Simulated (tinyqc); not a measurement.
Thermal and gravitational stress in a wafer during furnace and rapid thermal processing, and the onset of slip: one step, computed by the program tinyqc. Command: `OMP_NUM_THREADS=1 python tinyqc.py 3017323 3017324 out.jsonl slip walk`. One thread of a shared host (Intel(R) Xeon(R) Processor @ 2.30GHz), about 0.01 s of CPU time with the checks.

A thin free disc in plane stress, isotropic; T(r) = T_centre + dT (r/R)^n. Stress is positive in tension; sigma_SB = 5.670374419e-8 W/(m^2 K^4), g = 9.80665 m/s^2.

Problem. Ramp rate in a batch furnace. Critical resolved stress tau_c = A exp(U/(k_B T)), a form chosen for the exercise; slip when 0.492799 |s_tt(R)| > tau_c; allowed |dT| = tau_c (n + 2)/(0.492799 n alpha E). In a stack heated from the rim, heat flows inward by conduction and by radiation between wafers: k_eff = k + (16/3) sigma_SB T^3 s^2/t (a diffusion estimate with the spacing as path length). A steady ramp gives the parabolic lag dT = rho c (ramp) R^2/(4 k_eff); the allowed ramp uses n = 2.

Inputs (values chosen for the exercise, modelled on silicon):
```
quantity,value,unit
wafer radius R,150,mm
thickness t,775,micrometre
Young's modulus E,154,GPa
expansion alpha,4.28,1e-6/K
temperature T,1200,K
prefactor A of the critical stress,0.00021,MPa
energy U of the critical stress,1.05,eV
density rho,2330,kg/m^3
heat capacity c,945,J/(kg K)
conductivity k,24.3,W/(m K)
wafer spacing s,15,mm
ramp rate,22,K/min
```

Constants: k_B = 8.617333262e-05 eV/K.

Give: k_eff; lag of the centre; allowed ramp rate.

Solution.

k_eff = 176.0 W/(m K)

lag of the centre = 25.80 K

allowed ramp rate = 28.33 K/min

Radiation carries 86 % of the inward flow. The ramp is 0.78 of the allowed one.
